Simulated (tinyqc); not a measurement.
Off-state leakage of single and stacked transistors: two steps of the calculation.

n-channel devices of unit width. Subthreshold current I(Vg, Vs, Vd) = I0 (T/300 K)^0.5 exp[(Vg - Vs - VT(T) - gb (Vs - Vb) + dd (Vd - Vs))/(nf Vt)] (1 - exp(-(Vd - Vs)/Vt)), VT(T) = VT - cT (T - 300 K). Gate-edge tunnelling Ig (Vd/1 V) exp(ag (Vd - 1 V)), for a gate at 0 V, and band-to-band leakage Ab u exp(-Bb/u), u = Vd - Vb + 1 V, flow at a drain held at V; both are taken as independent of T. In a stack of off transistors (all gates at 0 V) the same subthreshold current passes through each.

Values chosen for this exercise; values of the order met in bulk silicon logic transistors:
- T = 300 K (temperature)
- V = 0.9 V (supply voltage)
- VT = 0.48 V (threshold at 300 K, zero drain and body bias)
- cT = 0.5 mV/K (fall of the threshold with temperature)
- I0 = 0.76 uA/um (current at threshold at 300 K)
- nf = 1.28 (slope factor)
- dd = 0.09 (drain-induced lowering per volt)
- gb = 0.13 (rise of the threshold per volt of source-body bias)
- Ig = 0.0007 uA/um (gate-edge tunnelling current at 1 V)
- ag = 4.2 1/V (exponential slope of the gate current)
- Ab = 10 uA/(um V) (prefactor of band-to-band leakage at the drain)
- Bb = 20 V (its exponential voltage)
- Vb = -0.6 V (body voltage)

Constants: q = 1.602176634e-19 C, kB = 1.380649e-23 J/K, Vt = kB T/q. Results are converted to the units shown.

Problem 1. Leakage of one transistor. Vg = Vs = 0, Vd = V; effective threshold VT(T) - gb Vb - dd V.

Wanted: effective threshold; parts; total; shares.

Solution 1.

effective threshold = 0.47700 V
parts (nA/um): subthreshold 4.1732e-4, gate edge 0.41394, band-to-band 8.3866
total = 8.8009 nA/um
shares (%): subthreshold 0.0047417, gate edge 4.7034, band-to-band 95.292

The band-to-band part is the largest.

Problem 2. New Vx. Stack of two, Vx the node between them: I_low = I(0, 0, Vx), I_up = I(0, Vx, V), f = ln(I_up/I_low), f' = -(1 + gb + 2 dd)/(nf Vt) - 1/(Vt (exp(Vx/Vt) - 1)) - 1/(Vt (exp((V - Vx)/Vt) - 1)), Vx(new) = Vx - f/f'.

Vx at the start = 0.062 V

Wanted: I_low; I_up; f; f'; Vx after iteration 1.

Solution 2.

I_low = 3.884e-5 nA/um
I_up = 4.244e-5 nA/um
f = 0.08862
f' = -43.45 1/V
Vx after iteration 1 = 0.06404 V

Numbers from tinyqc (`OMP_NUM_THREADS=1 python tinyqc.py 2242142 2242143 out.jsonl`; about 0.04 s on one thread of a shared Intel Xeon 2.30GHz).
